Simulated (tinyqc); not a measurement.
CMOS inverter, nodal equation and switching: two steps of the calculation.

An n-channel pull-down (bn, VTn) and a p-channel pull-up (bp, VTp) share the input Vin and the output node Vout, which carries the load C. Transistor (EKV form, voltages against the body): I = 2 n b Vt^2 [F(vp - Vs) - F(vp - Vd)] from drain to source, F(v) = ln^2(1 + exp(v/(2 Vt))), vp = (Vg - VT + sg |Vd - Vs|)/n. n-channel bodies are at 0; for the p-channel device all voltages are counted down from Vdd. b in uA/V^2 gives I in uA. Static: In = Ip. Transient: C dVout/dt = Ip - In. No velocity saturation, no gate capacitance beyond C.

Values chosen for this exercise:
- T = 300 K (temperature)
- Vdd = 1.2 V (supply voltage)
- n = 1.21 (slope factor)
- sg = 0.089 (drain-induced barrier lowering)
- VTn = 0.39 V (n-channel threshold)
- VTp = 0.3 V (p-channel threshold (magnitude))
- bn = 780 uA/V^2 (gain factor of the pull-down transistor)
- bp = 780 uA/V^2 (gain factor of the pull-up transistor)
- C = 0.63 fF (load capacitance)
- Vin = 0.7 V (input voltage)
- dt = 0.4 ps (time step)

Constants: q = 1.602176634e-19 C, kB = 1.380649e-23 J/K, Vt = kB T/q. Results are converted to the units shown.

Problem 1. Transfer curve. For each Vin solve In = Ip; gain = dVout/dVin.

| point | Vin (V) |
|---|---|
| 0 | 0 |
| 1 | 0.12 |
| 2 | 0.24 |
| 3 | 0.36 |
| 4 | 0.48 |
| 5 | 0.6 |
| 6 | 0.72 |
| 7 | 0.84 |
| 8 | 0.96 |
| 9 | 1.08 |
| 10 | 1.2 |

Give: Vout; supply current; gain.

Solution 1.

| point | Vout (V) | supply current (uA) | gain |
|---|---|---|---|
| 0 | 1.2000 | 1.4600e-4 | 0.0000 |
| 1 | 1.2000 | 0.0063684 | -0.0003 |
| 2 | 1.1996 | 0.20810 | -0.0112 |
| 3 | 1.1934 | 2.7533 | -0.1217 |
| 4 | 1.1602 | 12.387 | -0.4977 |
| 5 | 1.0109 | 29.102 | -3.6372 |
| 6 | 0.1194 | 24.717 | -1.5758 |
| 7 | 0.0270 | 9.1795 | -0.3628 |
| 8 | 0.0036 | 1.6167 | -0.0760 |
| 9 | 0.0002 | 0.092129 | -0.0050 |
| 10 | 0.0000 | 0.0025069 | -0.0001 |

The switching point Vin = Vout lies at 0.6413 V, with a gain of -11.2.

Problem 2. One time step of the falling output. The input steps to Vdd at t = 0; I = In - Ip. Implicit Euler: V(new) = V - (dt/C) I(V(new)), solved for V(new); 1 ps uA/fF = 1 mV.

Vout at t = 0 = 1.2 V

Wanted: I(V); I(V(new)); Vout after step 1.

Solution 2.

I(V) = 270.9 uA
I(V(new)) = 262.2 uA
Vout after step 1 = 1.034 V

Computed by the program tinyqc: `OMP_NUM_THREADS=1 python tinyqc.py 2340112 2340113 out.jsonl`, one thread of a shared Intel Xeon 2.30GHz, about 0.05 s for the whole run.
